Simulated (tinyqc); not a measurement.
Quasi-harmonic thermal expansion with mode Grueneisen parameters: one step, computed by the program tinyqc. Command: `OMP_NUM_THREADS=1 python tinyqc.py 3027472 3027473 out.jsonl qha walk`. One thread of a shared host (Intel(R) Xeon(R) Processor @ 2.30GHz), about 0.02 s of CPU time with the checks.

A crystal with two atoms a cell; per atom there are 1 transverse acoustic (TA), 1/2 longitudinal acoustic (LA) and 3/2 optical (O) modes. Every frequency of group i scales as nu_i (V/V0)^(-gamma_i). Each group has one frequency. Static energy: E = (9 V0 B0/16) [y^3 B' + y^2 (2 - 4 y)], y = (V0/V)^(2/3) - 1, with pressure P_s = (3 B0/2) (z^7 - z^5) [1 + (3/4)(B' - 4)(z^2 - 1)], z = (V0/V)^(1/3).

Problem. Properties at the equilibrium volume. For a mode with x = h nu/(k_B T), n = 1/(exp(x) - 1): U = h nu (n + 1/2), C/k_B = x^2 n (n + 1); U_i and C_i sum these over group i with its weight per atom. Phonon pressure P_ph = sum_i gamma_i U_i/V. B_T = -V d(P_s + P_ph)/dV at fixed T (central difference, step 1e-4 V); alpha_V = sum gamma_i C_i k_B/(B_T V), all at V(T); the linear coefficient is alpha_L = alpha_V/3. C_P - C_V = alpha_V^2 B_T V T; the optical frequency is nu_O (V/V0)^(-gamma_O).

Inputs (values chosen for the exercise, modelled on magnesium oxide):
```
quantity                       value             unit
static volume V0                9.34  angstrom^3/atom
static bulk modulus B0           157              GPa
static B'                       4.13                -
frequency nu_TA                 8.81              THz
frequency nu_LA                 12.8              THz
frequency nu_O                  15.4              THz
Grueneisen parameter gamma_TA    1.4                -
Grueneisen parameter gamma_LA    1.4                -
Grueneisen parameter gamma_O     1.8                -
temperature T                    800                K
```

Acoustic groups: Einstein.

volume V(T) = 9.715980 angstrom^3/atom

Constants: h x 1 THz = 4.135667696 meV; k_B = 8.617333262e-05 eV/K; 1 eV/angstrom^3 = 160.2176634 GPa.

Give: volume change from V0; isothermal bulk modulus B_T; linear expansion coefficient; C_V; C_P - C_V; optical frequency at V(T).

Solution.

volume change from V0 = 4.0255 %

isothermal bulk modulus B_T = 139.51 GPa

linear expansion coefficient = 15.552 ppm/K

C_V = 2.8688 k_B/atom

C_P - C_V = 0.17097 k_B/atom

optical frequency at V(T) = 14.344 THz

Caution: at so large an expansion explicit anharmonic terms and a volume-dependent gamma, both left out, matter.
